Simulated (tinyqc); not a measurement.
Thermionic emission over a Gaussian spread of barriers: one step of the calculation.

Metal on an n-type semiconductor with one parabolic valley; V > 0 is forward bias (metal positive). Patches of barrier height b are spread as a Gaussian with mean phi - r2 V and variance sg^2 + r3 V; each carries A* T^2 exp(-b/Vt) [exp(V/Vt) - 1].

Question. The same mean by Simpson's rule. With mean mu and deviation s at this bias, take nb equally spaced b from mu - s^2/Vt - 3.5 s to mu + s, the Gaussian density g(b) and y = g exp(-(b - mu)/Vt); the integral I of y gives phi_ap = mu - Vt ln I.

Parameters, values chosen for the exercise; band and dielectric values close to those of cadmium telluride: temperature T = 200 K; barrier height seen from the metal phi = 1.16 eV; standard deviation of the barrier heights sg = 0.05 eV; shift of the mean barrier per volt, with its sign reversed (rho2) r2 = -0.001; change of sg^2 per volt (rho3) r3 = -0.0019 V; bias V = 0.22 V; barrier heights sampled nb = 11.

Constants: q = 1.602176634e-19 C, kB = 1.380649e-23 J/K, Vt = kB T/q. Results are converted to the units shown.

Wanted: b; g; y; I; phi_ap.

Answer.

```
point  b (eV)   g (1/eV)  y (1/eV)
0      0.8797  5.4359e-8   0.63631
1      0.9123  3.4088e-6    6.0142
2      0.9449  1.2825e-4    34.105
3      0.9776  0.0028950    116.04
4      1.0102   0.039209    236.86
5      1.0428    0.31860    290.09
6      1.0754     1.5532    213.16
7      1.1080     4.5431    93.976
8      1.1406     7.9728    24.857
9      1.1732     8.3946    3.9448
10     1.2058     5.3030   0.37560
```

I = 33.257
phi_ap = 1.0998 eV

Computed by the program tinyqc: `OMP_NUM_THREADS=1 python tinyqc.py 2640136 2640137 out.jsonl`, one thread of a shared Intel Xeon 2.30GHz, about 0.01 s for the whole run.
